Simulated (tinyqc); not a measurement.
Worked calculation: CIS on RHF in the 6-31g basis, for H3-, spin multiplicity 1. The basis has no diffuse functions, so it cannot describe the extra electron: this is an exercise in the method, not the real anion. One step of it, computed by the program tinyqc.

Question. CIS matrix, singlets. A(ia,jb) = (e_a - e_i) d_ij d_ab + 2 (ia|jb) - (ij|ab).

orbital energies (hartree): MO1 -0.264598, MO2 0.040944, MO3 0.487772, MO4 1.279080, MO5 1.385801, MO6 1.489449

Two-electron integrals over orbitals (pq|rs), unique and non-zero (hartree):
```
(11|11) 0.501555    (21|11) -0.014471   (21|21) 0.107463    (22|11) 0.405521
(22|21) 0.014556    (22|22) 0.413002    (31|11) 0.052584    (31|21) 0.005432
(31|22) -0.018773   (31|31) 0.073542    (32|11) 0.009103    (32|21) -0.065114
(32|22) -0.011238   (32|31) -0.002420   (32|32) 0.059783    (33|11) 0.387993
(33|21) -0.005338   (33|22) 0.336874    (33|31) 0.038558    (33|32) 0.005501
(33|33) 0.351266    (41|11) -0.097382   (41|21) 0.017829    (41|22) -0.053265
(41|31) -0.022587   (41|32) -0.007521   (41|33) -0.046916   (41|41) 0.072515
(42|11) 0.029903    (42|21) -0.021336   (42|22) 0.019556    (42|31) -0.000868
(42|32) 0.010631    (42|33) 0.012263    (42|41) -0.022136   (42|42) 0.024989
(43|11) -0.028712   (43|21) 0.000056    (43|22) -0.006538   (43|31) -0.006344
(43|32) -0.002770   (43|33) -0.010400   (43|41) 0.025878    (43|42) 0.004098
(43|43) 0.035948    (44|11) 0.466390    (44|21) -0.049086   (44|22) 0.358303
(44|31) 0.064909    (44|32) 0.029285    (44|33) 0.372548    (44|41) -0.100256
(44|42) 0.034678    (44|43) -0.025435   (44|44) 0.480446    (51|11) 0.015881
(51|21) 0.047994    (51|22) 0.020768    (51|31) 0.007340    (51|32) -0.024441
(51|33) 0.010073    (51|41) -0.000225   (51|42) -0.024375   (51|43) -0.011133
(51|44) -0.004041   (51|51) 0.048991    (52|11) 0.089141    (52|21) 0.013818
(52|22) 0.088866    (52|31) -0.008747   (52|32) -0.007707   (52|33) 0.040434
(52|41) -0.038188   (52|42) 0.010039    (52|43) 0.002080    (52|44) 0.065633
(52|51) 0.026423    (52|52) 0.081959    (53|11) 0.006654    (53|21) -0.011369
(53|22) -0.002123   (53|31) 0.001798    (53|32) -0.002725   (53|33) 0.000673
(53|41) -0.012758   (53|42) 0.011679    (53|43) -0.003810   (53|44) 0.012261
(53|51) -0.017946   (53|52) -0.010216   (53|53) 0.019313    (54|11) -0.002228
(54|21) -0.068090   (54|22) 0.002380    (54|31) -0.024481   (54|32) 0.039767
(54|33) -0.006748   (54|41) -0.008576   (54|42) 0.020038    (54|43) 0.007764
(54|44) 0.016626    (54|51) -0.038200   (54|52) -0.001272   (54|53) 0.010096
(54|54) 0.059907    (55|11) 0.413228    (55|21) 0.062794    (55|22) 0.429539
(55|31) -0.015424   (55|32) -0.040310   (55|33) 0.333410    (55|41) -0.061859
(55|42) 0.012891    (55|43) -0.002852   (55|44) 0.353949    (55|51) 0.055876
(55|52) 0.132759    (55|53) -0.014494   (55|54) -0.029477   (55|55) 0.514635
(61|11) -0.016944   (61|21) -0.008955   (61|22) 0.040798    (61|31) -0.050386
(61|32) 0.003956    (61|33) -0.016877   (61|41) 0.017157    (61|42) 0.012751
(61|43) 0.034914    (61|44) -0.028588   (61|51) -0.010710   (61|52) 0.037374
(61|53) -0.006955   (61|54) 0.029489    (61|55) 0.054466    (61|61) 0.077758
(62|11) -0.012047   (62|21) 0.066076    (62|22) 0.006525    (62|31) 0.003509
(62|32) -0.034845   (62|33) -0.003352   (62|41) 0.019167    (62|42) -0.029220
(62|43) -0.005600   (62|44) -0.036506   (62|51) 0.050504    (62|52) 0.014914
(62|53) -0.024137   (62|54) -0.050452   (62|55) 0.044618    (62|61) -0.009382
(62|62) 0.065272    (63|11) -0.103694   (63|21) 0.003479    (63|22) -0.059434
(63|31) -0.030276   (63|32) -0.001236   (63|33) -0.055396   (63|41) 0.056242
(63|42) -0.013548   (63|43) 0.019268    (63|44) -0.099824   (63|51) -0.010722
(63|52) -0.040517   (63|53) -0.005679   (63|54) 0.004742    (63|55) -0.071655
(63|61) 0.016932    (63|62) 0.004909    (63|63) 0.056908    (64|11) 0.040013
(64|21) 0.037194    (64|22) -0.031895   (64|31) 0.078907    (64|32) -0.022706
(64|33) 0.034594    (64|41) -0.023898   (64|42) -0.019004   (64|43) -0.030442
(64|44) 0.051763    (64|51) 0.030339    (64|52) -0.026717   (64|53) 0.001571
(64|54) -0.059340   (64|55) -0.029498   (64|61) -0.090028   (64|62) 0.030672
(64|63) -0.031719   (64|64) 0.134852    (65|11) -0.026190   (65|21) 0.110595
(65|22) 0.026396    (65|31) -0.014781   (65|32) -0.073263   (65|33) -0.014490
(65|41) 0.032198    (65|42) -0.036432   (65|43) 0.004260    (65|44) -0.075762
(65|51) 0.068385    (65|52) 0.032215    (65|53) -0.022516   (65|54) -0.074579
(65|55) 0.095459    (65|61) 0.010525    (65|62) 0.087745    (65|63) 0.012250
(65|64) 0.018349    (65|65) 0.155007    (66|11) 0.503046    (66|21) -0.021237
(66|22) 0.420688    (66|31) 0.042096    (66|32) 0.012871    (66|33) 0.389375
(66|41) -0.129514   (66|42) 0.040039    (66|43) -0.034348   (66|44) 0.490925
(66|51) 0.018302    (66|52) 0.115921    (66|53) 0.009326    (66|54) 0.008703
(66|55) 0.452597    (66|61) -0.005072   (66|62) -0.019471   (66|63) -0.123271
(66|64) 0.028315    (66|65) -0.034669   (66|66) 0.559037
```

Give: CIS matrix A, singlet.

Answer.

CIS matrix A, singlet (hartree), lower triangle:
```
        1>3     1>4     1>5     1>6     2>3     2>4    2>5    2>6
1>3   0.511
1>4  -0.016   1.222
1>5   0.008   0.002   1.335
1>6   0.003  -0.006   0.005   1.407
2>3   0.000  -0.015  -0.038   0.004   0.230
2>4  -0.002   0.005   0.019  -0.012   0.028   0.930
2>5  -0.006  -0.008  -0.010  -0.036  -0.013   0.018  1.079
2>6   0.004   0.001  -0.010   0.002  -0.010  -0.027  0.003  1.158
```
